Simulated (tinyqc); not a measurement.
# Inputs raised by 10 %, one at a time

Model: kinetics of strain relaxation and threading dislocations in mismatched semiconductor layers. Computed by tinyqc, a small Python program. Command: `OMP_NUM_THREADS=1 python tinyqc.py 3008135 3008136 out.jsonl threading sens`. One thread of a shared host (Intel(R) Xeon(R) Processor @ 2.30GHz), about 0.01 s of CPU time with the checks.

60-degree dislocations on {111} planes of a (001) layer, isotropic elasticity. The Schmid factor is 1/sqrt(6), and a misfit segment relieves strain with b/2.

Inputs (values chosen for the exercise, for a model layer):
```
quantity                                  value          unit
misfit f                                 0.0326             -
shear modulus G                            48.2           GPa
Poisson ratio nu                           0.31             -
Burgers vector b                              4      angstrom
glide activation energy Q                  1.32            eV
velocity prefactor v0                     13000   m/s per MPa
layer thickness h                            61            nm
anneal temperature T                        579             K
anneal time t                                47             s
initial thread density rho_0             160000        1/cm^2
multiplication constant delta              8900           1/m
grading rate (misfit per thickness) R_f  0.0053  1/micrometre
growth temperature of the buffer T_g        946             K
growth rate R_g                               6          nm/s
```

Sources: multiplication.

Constants: k_B = 8.617333262e-05 eV/K.

Method:
- Excess resolved stress tau = (1/sqrt 6) [2 G (1 + nu)/(1 - nu)] (e - e_eq), e_eq = b (1 - nu/4) [ln(h/b) + 1]/(4 pi (1 + nu) h), the Matthews-Blakeslee strain of an uncapped layer; glide velocity v = v0 tau exp(-Q/(k_B T)), tau in MPa.
- Threads run in two directions, so de/dt = -(b/4) rho v, and they multiply as d rho/dt = delta rho v. With x = e - e_eq, x0 = f - e_eq (fully strained at t = 0) and v = m S x (m the mobility, S x = tau): rho = rho_0 + (4 delta/b)(x0 - x), so dx/dt = -k x (a - x), k = delta m S, a = x0 + b rho_0/(4 delta): a logistic law, x = a/[1 + (a/x0 - 1) exp(k a t)].
- The half time is that at which x = x0/2.
- In steady grading, strain is fed at R_f R_g and relieved at (b/4) rho v. As a glide-limited estimate, the driving stress is taken as the mean stress of the strained top zone, whose depth z solves R_f z/2 = e_eq(z), with strain R_f z at the surface; tau_g = S R_f z/2 is its mean; then rho = 4 R_f R_g/(b m tau_g), m = v0 exp(-Q/(k_B T_g)), S = (1/sqrt 6) 2 G (1 + nu)/(1 - nu), e_eq(z) = b (1 - nu/4) [ln(z/b) + 1]/(4 pi (1 + nu) z).

Runs; columns: (1) input moved; (2) from; (3) to; (4) excess stress tau (MPa); (5) strain left e; (6) thread density of the buffer (1/cm^2); (7) initial velocity (micrometre/s):
```
(1)                                       (2)     (3)     (4)       (5)     (6)     (7)
base run                                    -       -  2270.3  0.002215   530.4   95.58
shear modulus G (GPa)                    48.2   53.02  2497.3  0.002215   482.2  105.14
glide activation energy Q (eV)           1.32   1.452  2270.3  0.032313  2678.0    6.78
velocity prefactor v0 (m/s per MPa)     13000   14300  2270.3  0.002215   482.2  105.14
layer thickness h (nm)                     61    67.1  2283.0  0.002045   530.4   96.12
anneal time t (s)                          47    51.7  2270.3  0.002215   530.4   95.58
initial thread density rho_0 (1/cm^2)  160000  176000  2270.3  0.002215   530.4   95.58
growth rate R_g (nm/s)                      6     6.6  2270.3  0.002215   583.4   95.58
```

Exponents ln(y'/y) / ln(x'/x):
```
input                         excess stress tau  strain left e  thread density of the buffer  initial velocity
shear modulus G                           1.000          0.000                        -1.000             1.000
glide activation energy Q                 0.000         28.122                        16.989           -27.758
velocity prefactor v0                     0.000          0.000                        -1.000             1.000
layer thickness h                         0.058         -0.835                         0.000             0.058
anneal time t                             0.000          0.000                         0.000             0.000
initial thread density rho_0              0.000          0.000                         0.000             0.000
growth rate R_g                           0.000          0.000                         1.000             0.000
```

To which inputs is each result most sensitive?

Among the inputs moved here: excess stress tau answers most in size to shear modulus G (exponent +1.000), next to layer thickness h (+0.058); its exponent is below 0.0005 for glide activation energy Q, velocity prefactor v0, anneal time t, initial thread density rho_0, growth rate R_g. Strain left e answers most in size to glide activation energy Q (exponent +28.122), next to layer thickness h (-0.835); its exponent is below 0.0005 for shear modulus G, velocity prefactor v0, anneal time t, initial thread density rho_0, growth rate R_g. Thread density of the buffer answers most in size to glide activation energy Q (exponent +16.989), next to shear modulus G (-1.000); its exponent is below 0.0005 for layer thickness h, anneal time t, initial thread density rho_0. Its exponent +1.000 in growth rate R_g: strain fed per time. Initial velocity answers most in size to glide activation energy Q (exponent -27.758), next to shear modulus G (+1.000); its exponent is below 0.0005 for anneal time t, initial thread density rho_0, growth rate R_g.

Caution (all rows): at stresses above about 1 GPa the linear velocity law understates glide, as stress lowers the kink barrier. Caution (all rows): at such misfit the layer islands and relaxes during the first nanometres, so a uniform strained start is an idealisation. Caution (rows base run, shear modulus G, velocity prefactor v0, layer thickness h, anneal time t, initial thread density rho_0, growth rate R_g): blocking of threads by crossing misfit lines, left out here, leaves real layers with more strain. Caution (all rows): real buffers seldom go below 1e5 /cm^2, as pile-ups and nucleation take over; this value is a lower bound.

Extremes, crossings and ranges named in words are read from the listed rows.
